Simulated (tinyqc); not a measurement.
Inside a calculation. Model: bandgap voltage reference from two bipolar transistors.

Program tinyqc, `OMP_NUM_THREADS=1 python tinyqc.py 2062189 2062190 out.jsonl`; Intel Xeon 2.30GHz, shared host, one thread, about 0.03 s. Printed values are rounded.

Two transistors of area 1 and N carry the same current I. Is(T) = Is (T/T0)^eta exp[(Vg0 q/kB)(1/T0 - 1/T)], VBE1 = Vt ln(I/Is(T)) + I rb, VBE2 = Vt ln(I/(N Is(T))) + I rb/N. The amplifier forces I R1(T) = VBE1 - VBE2 + Vos, with R(T) = R (1 + tc (T - T0)) for both resistors, and the output is Vref = VBE1 + I R2(T). Base currents and the Early effect are neglected.

Values chosen for this exercise; values of the order met in silicon bipolar transistors: reference temperature T0 = 298 K; band-gap voltage extrapolated to 0 K Vg0 = 1.197 V; temperature exponent of the saturation current eta = 3.6; saturation current of the unit transistor at T0 Is = 1.7e-16 A; area ratio of the second transistor N = 8; resistor across which the difference of VBE falls, at T0 R1 = 2.5 kohm; temperature coefficient of both resistors tc = 0 ppm/K; offset of the amplifier Vos = 0 mV; series resistance of the unit transistor rb = 0 ohm; output resistor at T0 R2 = 29.01 kohm; temperature T = 273 K.

Constants: q = 1.602176634e-19 C, kB = 1.380649e-23 J/K. Results are converted to the units shown.

## Operating point at the reference temperature

Vt = kB T/q; I = (Vt ln N + Vos)/(R1(T) - rb (1 - 1/N)). Evaluate at T = T0.

Vt = 0.02567965 V
I = 21.35973 uA
Is(T) = 1.7e-16 A
VBE1 = 0.6562880 V
I R2 = 0.6196459 V
Vref = 1.275934 V

## Operating point at another temperature

Vt = kB T/q; I = (Vt ln N + Vos)/(R1(T) - rb (1 - 1/N)).

Vt = 0.02352532 V
I = 19.56781 uA
Is(T) = 1.736360e-18 A
VBE1 = 0.7070092 V
I R2 = 0.5676622 V
Vref = 1.274671 V

From T0 to T, VBE1 changes by 50.7 mV and I R2 by -52.0 mV, which leaves -1.26 mV in Vref.

## Resistor for zero slope at T0, ideal case

With tc = 0, Vos = 0 and rb = 0 the current is proportional to T, dVBE/dT = (VBE - Vg0 - (eta - 1) Vt)/T, and Vref has zero slope at T0 when Vref = Vg0 + (eta - 1) Vt0. Find VBE1, its slope, that Vref, R2/R1 and the curvature d2Vref/dT2 = -(eta - 1) kB/(q T0).

VBE1 = 0.6562880 V
dVBE/dT = -2.038521 mV/K
Vref = 1.263767 V
R2/R1 = 11.37615
curvature = -0.7518479 uV/K^2
